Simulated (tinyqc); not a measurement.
Solubility, supersaturation, precipitation and gettering of an impurity in a silicon-like host: one step, computed by the program tinyqc.

The wafer was saturated at T1 and is then held at T.

Task: Ham's law for sinks of fixed radius. tau0 = 1/(4 pi n r0 D); C_fixed(t) = C_eq + (C0 - C_eq) exp(-t/tau0). If all excess precipitates, the final radius is r_f = [r0^3 + 3 (C0 - C_eq)/(4 pi n C_p)]^(1/3), with tau_f = 1/(4 pi n r_f D).

Inputs (values chosen for the exercise, modelled on cobalt in silicon):

| quantity | value | unit |
|---|---|---|
| temperature of saturation T1 | 1325 | K |
| anneal temperature T | 1028 | K |
| sink density n | 6.5e+09 | 1/cm^3 |
| initial sink radius r0 | 5.8 | nm |
| impurity density in the precipitate C_p | 6.5e+22 | 1/cm^3 |
| anneal time t | 18 | s |

D(T) = 2.511495e-06 cm^2/s

C_eq(T) = 2.794496e+12 1/cm^3

C0 = 3.336019e+15 1/cm^3

Give: tau0; C_fixed(t); final radius r_f; tau_f.

Result:

tau0 = 8.405 s

C_fixed(t) = 3.943e+14 1/cm^3

final radius r_f = 12.76 nm

tau_f = 3.820 s

The sinks grow 2.2 times, so the fixed radius underrates the later rate. Caution: the barrier to homogeneous nucleation is below 35 k_B T for these inputs, so new precipitates would form and outnumber the fixed sinks assumed here.
